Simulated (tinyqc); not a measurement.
# BCS gap equation with a constant attraction inside the Debye window, step by step

A worked calculation. Computed by tinyqc, a small Python program that keeps every step. Command: `OMP_NUM_THREADS=1 python tinyqc.py 3021618 3021619 out.jsonl bcs walk`. One thread of a shared host (Intel(R) Xeon(R) Processor @ 2.30GHz), about 0.01 s of CPU time with the checks. Intermediate numbers are printed to about 7 digits and carried at full precision; extremes and crossings named in words are read from the listed rows.

Pairs attract with strength V for |xi| < k_B Theta; N(0) is the density of states for one spin. Energies are given as temperatures (E/k_B, in K) unless marked.

Inputs (values chosen for the exercise, modelled on indium):
```
quantity                   value      unit
coupling N(0)V             0.279         -
Debye temperature Theta      110         K
temperature T                2.1         K
Fermi velocity v_F       1.7e+06       m/s
electron density n          11.7  1e28/m^3
mean free path l             340        nm
junction resistance R_n      0.1  kilo-ohm
```

Solver: secant.

Constants: k_B = 8.617333262e-05 eV/K; hbar = 1.054571817e-34 J s; k_B = 1.380649e-23 J/K; m_0 = 9.1093837015e-31 kg; eps_0 = 8.8541878128e-12 F/m; c = 299792458 m/s; e = 1.602176634e-19 C; h = 6.62607015e-34 J s.

## Gap at zero temperature

At T = 0 the gap equation 1/(N(0)V) = int_0^Theta d xi/sqrt(xi^2 + Delta^2) has the integral arcsinh(Theta/Delta), so Delta_0 = Theta/sinh(1/(N(0)V)); weak coupling gives 2 Theta exp(-1/(N(0)V)).

Delta_0 = 6.111480 K

weak-coupling Delta_0 = 6.106771 K

Delta_0 in meV = 0.5266466 meV

## Critical temperature

Gap equation: 1/(N(0)V) = I(Delta, T) = int_0^Theta tanh(E/2T)/E d xi, E = sqrt(xi^2 + Delta^2); 64 Gauss-Legendre points in y with xi = max(Delta, T) sinh(y). T_c solves I(0, T_c) = 1/(N(0)V); the weak-coupling form is T_c = (2 e^C/pi) Theta exp(-1/(N(0)V)) with Euler's C = 0.5772157, and 2 Delta_0/T_c then tends to 2 pi e^-C = 3.528.

T_c = 3.462130 K

weak-coupling T_c = 3.462130 K

2 Delta_0/T_c = 3.530474

T_c/Theta = 0.0315; the ratio lies +0.08 % from 3.528, so the universal weak-coupling laws hold.

## One evaluation of the gap equation

Take Delta = Delta_0 as the trial; the fixed-point update is Delta(new) = N(0)V Delta I(Delta, T).

I(Delta_0, T) = 3.510030

updated Delta = 5.984962 K

## Gap at temperature T

Residual r = N(0)V I - 1, with Delta_0 = Theta/sinh(1/(N(0)V)). Secant steps in Delta^2, from Delta_0 and 0.9 Delta_0, with Delta^2 kept at or above 1e-6 K^2. Stop when |r| < 1e-9 or after 40 steps.

Iterations:
```
step  Delta (K)     residual r
1      5.519393  -4.005696e-05
2      5.518258  -7.377801e-08
3      5.518256   8.633316e-12
```

converged (1 yes, 0 no) = 1

Delta(T) = 5.518256 K

Converged in 3 steps: Delta(T)/Delta_0 = 0.9029 at T/T_c = 0.607.

## Lengths and fields

xi_0 = hbar v_F/(pi Delta_0); lambda_L = sqrt(m_0 eps_0 c^2/(n e^2)); N(0) = 3 n/(2 m_0 v_F^2) for one spin; condensation energy N(0) Delta_0^2/2 = B_c^2/(2 mu_0), mu_0 = 1/(eps_0 c^2); with scattering lambda = lambda_L sqrt(1 + xi_0/l) in the local limit (where xi_0 and l both exceed lambda, nonlocal response makes the true depth larger); Ginzburg-Landau kappa = 0.96 lambda_L/xi_0 + 0.72 lambda_L/l. Free-electron mass throughout; heavier carriers, as in niobium or vanadium, give a larger lambda_L and kappa and can make the metal type II.

coherence length xi_0 = 676.3096 nm

London depth lambda_L = 15.53589 nm

critical field B_c(0) = 24.42192 mT

depth with scattering = 26.86023 nm

Ginzburg-Landau kappa = 0.05495225

Kappa lies below 1/sqrt(2): type I, and l is comparable with xi_0, between the clean and dirty limits.

## A tunnel junction of this metal

Ambegaokar-Baratoff: I_c R_n = (pi Delta/(2e)) tanh(Delta/2T); Josephson energy E_J = hbar I_c/(2e), given as E_J/h; inductance hbar/(2 e I_c); thermal quasiparticle fraction x = n_qp/(2 N(0) Delta) = sqrt(2 pi T/Delta) exp(-Delta/T), valid for T well below Delta.

I_c R_n = 646.3041 microvolt

critical current I_c = 6463.041 nA

E_J/h = 3210.086 GHz

Josephson inductance = 0.05092123 nH

quasiparticle fraction x = 0.1117083

## Gap and superfluid density against temperature

Interpolation tanh(1.74 sqrt(T_c/T - 1)); near T_c, 1.74 sqrt(1 - T/T_c). Clean-limit superfluid fraction 1 - (1/2T) int_0^(40 T) cosh^-2(E/2T) d xi (64 points); two-fluid rule 1 - (T/T_c)^4.

Reduced quantities:
```
T/T_c  Delta/Delta_0  tanh form  square-root form  superfluid fraction  two-fluid rule
0.10       1.0000000  0.9999415          1.650709            0.9999998       0.9999000
0.20       0.9998775  0.9981036          1.556303            0.9988606       0.9984000
0.30       0.9971335  0.9902212          1.455788            0.9818370       0.9919000
0.40       0.9850684  0.9722067          1.347798            0.9281450       0.9744000
0.50       0.9569569  0.9402266          1.230366            0.8344326       0.9375000
0.60       0.9071088  0.8897457          1.100473            0.7072103       0.8704000
0.70       0.8289247  0.8141099          0.953037            0.5543182       0.7599000
0.80       0.7112210  0.7013741          0.778152            0.3823407       0.5904000
0.90       0.5265102  0.5226654          0.550236            0.1963162       0.3439000
0.95       0.3804522  0.3792500          0.389076            0.0992509       0.1854938
0.98       0.2436753  0.2435753          0.246073            0.0399411       0.0776318
```

The tanh form misses the gap by at most about 0.017 (at T/T_c = 0.6); the square-root form is within 3 % only from T/T_c = 0.95. The gap keeps 99 % of Delta_0 up to T/T_c = 0.3, since quasiparticles are exponentially few. The two-fluid rule exceeds the BCS superfluid fraction most, by 0.21, at T/T_c = 0.8.

Checks made by the program: weak-coupling T_c, allowing for terms of order exp(-Theta/T_c) (relative difference below 1e-10).
